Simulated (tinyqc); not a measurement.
# Resistance of a circular point contact between the ballistic and the diffusive limit: effects of single changes

Two half-spaces of a free-electron metal (one valley, spin 2) meet through a circular opening of radius a in an insulating sheet.

Values chosen for this exercise: free-electron density n = 3.7e22 cm^-3; mean free path l = 16 nm; radius of the opening a = 7.7 nm.

Constants: q = 1.602176634e-19 C, hbar = 1.054571817e-34 J s. Results are converted to the units shown.

Each table varies one quantity; the others keep the values above.

## Effect of the radius

kF = (3 pi^2 n)^(1/3), resistivity rho = hbar kF/(n q^2 l). Maxwell: RM = rho/(2 a); Sharvin: RS = 4 rho l/(3 pi a^2); interpolation R = RS + gamma RM, gamma = (1 + 0.83 K)/(1 + 1.33 K), K = l/a.

Results:
```
a (nm)	K = l/a	RM (ohm)	RS (ohm)	R (ohm)
1.1	14.545	32.518	401.48	422.37
2.5	6.4000	14.308	77.727	87.221
5.7	2.8070	6.2753	14.952	19.367
13	1.2308	2.7515	2.8745	4.9839
30	0.53333	1.1923	0.53977	1.5461
69	0.23188	0.51840	0.10204	0.57450
360	0.044444	0.099359	0.0037484	0.10102
```

Estimate the missing row, a = 160 nm.

Computed row:
```
a (nm)	K = l/a	RM (ohm)	RS (ohm)	R (ohm)
160	0.10000	0.22356	0.018976	0.23267
```

With this row back in the table: R falls from 422 to 0.101 ohm, as a^(-1.92) between the first two rows and a^(-1.03) between the last two (Sharvin -2, Maxwell -1). RM equals RS at a = 8 l/(3 pi) = 13.6 nm.

## Effect of the mean free path

Same model as above.

The same in every row: RS (ohm) = 8.193.

Effect of the mean free path:
```
l (nm)	K = l/a	RM (ohm)	R (ohm)
0.32	0.04156	232.3	235.9
0.71	0.09221	104.7	108.6
1.5	0.1948	49.55	53.91
3.4	0.4416	21.86	27.01
7.4	0.9610	10.04	16.12
16	2.078	4.645	11.56
36	4.675	2.065	9.589
78	10.13	0.9529	8.813
170	22.08	0.4372	8.472
```

What does the table show?

R falls from 236 to 8.47 ohm. RS stays at 8.19 ohm, since rho l depends on n alone, and R is 3.4 % above it in the last row: a cleaner metal cannot lower R below the Sharvin value.

Program tinyqc, `OMP_NUM_THREADS=1 python tinyqc.py 2760123 2760124 out.jsonl`; Intel Xeon 2.30GHz, shared host, one thread, about 0.01 s.
